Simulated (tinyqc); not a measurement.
# Field, mass and barrier from the scaled variables

Inverse problem. A barrier edge falls as U0 - F x over a width d with F = V/d. With e = (C F^2/m1)^(1/3), C = hbar^2/(2 m0), the Airy arguments at its edges are z1 = (U0 - E)/e and z2 = (U0 - V - E)/e. Find e, m1 and U0.

Parameters, values chosen for the exercise: electron energy E = 0.39 eV; barrier width d = 1.3 nm; voltage across the barrier V = 0.69 V.

Constants: q = 1.602176634e-19 C, hbar = 1.054571817e-34 J s, m0 = 9.1093837015e-31 kg, hbar^2/(2 m0) = 0.0380998212 eV nm^2. Results are converted to the units shown.

z1 and z2: [8.6447128, 6.3593290]

Solution. z1 - z2 = V/e gives e, its definition gives m1, and U0 = E + z1 e.

e = 0.3019 eV
m1 = 0.3900 m0
U0 = 3.000 eV

tinyqc, about 0.01 s, one thread, Intel Xeon 2.30GHz (shared host): `OMP_NUM_THREADS=1 python tinyqc.py 2580046 2580047 out.jsonl`
